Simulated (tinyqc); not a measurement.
# Avalanche multiplication and breakdown of a junction from ionisation integrals, step by step

A worked calculation. Computed by tinyqc, a small Python program that keeps every step. Command: `OMP_NUM_THREADS=1 python tinyqc.py 3006729 3006730 out.jsonl impact walk`. One thread of a shared host (Intel(R) Xeon(R) Processor @ 2.30GHz), about 0.01 s of CPU time with the checks. Intermediate numbers are printed to about 5 digits and carried at full precision; extremes and crossings named in words are read from the listed rows.

Ionisation coefficients follow the local field. Position x runs through the depletion layer from the p side (x = 0), where electrons enter, to the n side (x = w), where holes enter. The built-in voltage is neglected.

Inputs (values chosen for the exercise, modelled on silicon):
```
quantity                                        value        unit
electron prefactor a_n                         740000        1/cm
electron field b_n                            1.2e+06        V/cm
hole prefactor a_p                           1.55e+06        1/cm
hole field b_p                               2.03e+06        V/cm
exponent c                                          1           -
permittivity eps                                 11.7           -
layer width W                                    0.95  micrometre
bias as a fraction of the breakdown voltage      0.93           -
```

Junction: p-i-n with uniform field.

Constants: e = 1.602176634e-19 C; eps_0 = 8.8541878128e-12 F/m.

## Breakdown

alpha_n = a_n exp(-(b_n/F)^c), alpha_p = a_p exp(-(b_p/F)^c). Uniform field F = F_m, w = W, V = F_m W. With Phi(x) = int_0^x (alpha_n - alpha_p) dx': 1 - 1/M_n = I_n = int_0^w alpha_n exp(-Phi) dx and M_p = M_n exp(-Phi(w)); trapezoid rule on 401 even points; breakdown at I_n = 1. Solve I_n(F_m) = 1.

critical field F_m = 0.34074 MV/cm

width at breakdown = 0.95 micrometre

breakdown voltage = 32.371 V

## Coefficients at the critical field

The formulas are those given above.

alpha_n = 21866 1/cm

alpha_p = 4008.7 1/cm

ratio k = alpha_p/alpha_n = 0.18333

shorter ionisation length = 0.45732 micrometre

Electrons ionise more readily at the peak field. For a uniform field the condition reads (alpha_n - alpha_p) W = ln(alpha_n/alpha_p): 1.6965 against 1.6965.

## Field and integrand below breakdown

Bias V = fraction times the breakdown voltage.

peak field = 0.31689 MV/cm

Every 50th point:
```
x (micrometre)  F (MV/cm)  alpha_n (1/cm)  alpha_p (1/cm)     Phi  I_n up to x
0.00000           0.31689           16775          2560.1  0.0000      0.00000
0.11875           0.31689           16775          2560.1  0.1688      0.18330
0.23750           0.31689           16775          2560.1  0.3376      0.33812
0.35625           0.31689           16775          2560.1  0.5064      0.46890
0.47500           0.31689           16775          2560.1  0.6752      0.57936
0.59375           0.31689           16775          2560.1  0.8440      0.67267
0.71250           0.31689           16775          2560.1  1.0128      0.75149
0.83125           0.31689           16775          2560.1  1.1816      0.81806
0.95000           0.31689           16775          2560.1  1.3504      0.87429
```

## Multiplication and noise

M_n = 1/(1 - I_n), M_p = M_n exp(-Phi(w)); McIntyre excess noise for the carrier with the larger M, F_x = k M + (1 - k)(2 - 1/M), with k = (smaller M - 1)/(larger M - 1).

M_n = 7.9550

M_p = 2.0615

effective k = 0.15262

excess noise factor = 2.8023

Injecting electrons gives the larger gain and, at equal gain, the lower noise.

## Gain against bias and Miller's formula

Miller's exponent n is defined by 1 - 1/M = (V/V_B)^n for the larger M.

Gain:
```
V/V_B   V (V)  F_m (MV/cm)     M_n     M_p  Miller exponent n
0.50   16.185      0.17037   1.063   1.001             4.0694
0.60   19.422      0.20445   1.221   1.008             3.3493
0.70   22.660      0.23852   1.596   1.038             2.7626
0.80   25.897      0.27260   2.495   1.149             2.2950
0.90   29.134      0.30667   5.414   1.617             1.9383
0.95   30.752      0.32371  11.352   2.669             1.7978
0.98   31.723      0.33393  29.208   5.920             1.7244
0.99   32.047      0.33734  58.974  11.370             1.7016
```

The larger gain passes 2 between 0.700 and 0.800 of V_B and reaches 59.0 at 0.99. Miller's exponent runs from 1.7 to 4.1, so it is not a constant: a fit holds over a narrow range only. From the first row to the last the voltage grows by a factor 1.98 and the peak field by 1.98.

Checks made by the program: the hole form of the condition, int alpha_p exp(Phi(w) - Phi) dx = 1 (relative difference 7e-06).
